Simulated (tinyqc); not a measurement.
## Schottky diode by the thermionic emission-diffusion theory: effect of the doping

Metal on an n-type semiconductor with one parabolic valley; V > 0 is forward bias (metal positive). The band bends as a parabola over the depletion layer, by Vd = Vbi - V; no image force. Carriers drift and diffuse up to the interface and leave it with the velocity vR.

A* = 4 pi q me m0 kB^2/h^3 (times 1e-4 for A/(cm^2 K^2)); Nc = 2 (2 pi me m0 kB T/h^2)^1.5 (times 1e-6 for cm^-3); Vbi = phi - Vt ln(Nc/Nd); vR = A* T^2/(q Nc). LD = sqrt(eps0 eps_r Vt/(q Nd)), a = sqrt((Vbi - V)/Vt), D(a) = exp(-a^2) int_0^a exp(s^2) ds (Dawson), vD = mun Vt/(sqrt(2) LD D(a)). J = q Nc [vR vD/(vR + vD)] exp(-phi/Vt) [exp(V/Vt) - 1].

Inputs (values chosen for the exercise); band and dielectric values close to those of gallium nitride: temperature T = 400 K; electron mass me = 0.201 m0; relative permittivity eps_r = 9.44; electron mobility mun = 300 cm^2/(V s); barrier height seen from the metal phi = 1.13 eV; bias V = 0.4 V.

Constants: q = 1.602176634e-19 C, kB = 1.380649e-23 J/K, h = 6.62607015e-34 J s, m0 = 9.1093837015e-31 kg, Vt = kB T/q, eps0 = 8.8541878128e-14 F/cm where lengths are in cm. Results are converted to the units shown.

The same in every row: vR (cm/s) = 6.928e6.

Result of one run:

| Nd (cm^-3) | vD (cm/s) | vD/(vR + vD) | J (A/cm^2) |
|---|---|---|---|
| 2.3e16 | 2.032e7 | 0.7458 | 0.001829 |

What becomes of these results when the donor density Nd is changed from 2.3e16 to 6.6e16 cm^-3, all else the same?

Result of the changed run:

| Nd (cm^-3) | vD (cm/s) | vD/(vR + vD) | J (A/cm^2) |
|---|---|---|---|
| 6.6e16 | 3.562e7 | 0.8371 | 0.002053 |

The whole series:

| Nd (cm^-3) | vD (cm/s) | vD/(vR + vD) | J (A/cm^2) |
|---|---|---|---|
| 1.1e14 | 1.127e6 | 0.1400 | 3.432e-4 |
| 3.2e14 | 2.027e6 | 0.2264 | 5.550e-4 |
| 9.4e14 | 3.645e6 | 0.3447 | 8.453e-4 |
| 2.7e15 | 6.448e6 | 0.4820 | 0.001182 |
| 7.9e15 | 1.148e7 | 0.6236 | 0.001529 |
| 2.3e16 | 2.032e7 | 0.7458 | 0.001829 |
| 6.6e16 | 3.562e7 | 0.8371 | 0.002053 |
| 1.9e17 | 6.238e7 | 0.9000 | 0.002207 |
| 5.6e17 | 1.104e8 | 0.9410 | 0.002307 |

vD rises from 1.13e6 to 1.10e8 cm/s, as Nd^(0.54) at fixed mobility, and J rises from 3.43e-4 to 0.00231 A/cm^2, while the pure emission value 0.00245 A/cm^2 does not depend on Nd. In 3 of the 9 rows vD exceeds 3e7 cm/s, beyond usual saturation velocities, since the low-field mobility is used at the surface field.

Numbers from tinyqc (`OMP_NUM_THREADS=1 python tinyqc.py 2640166 2640167 out.jsonl`; about 0.01 s on one thread of a shared Intel Xeon 2.30GHz).
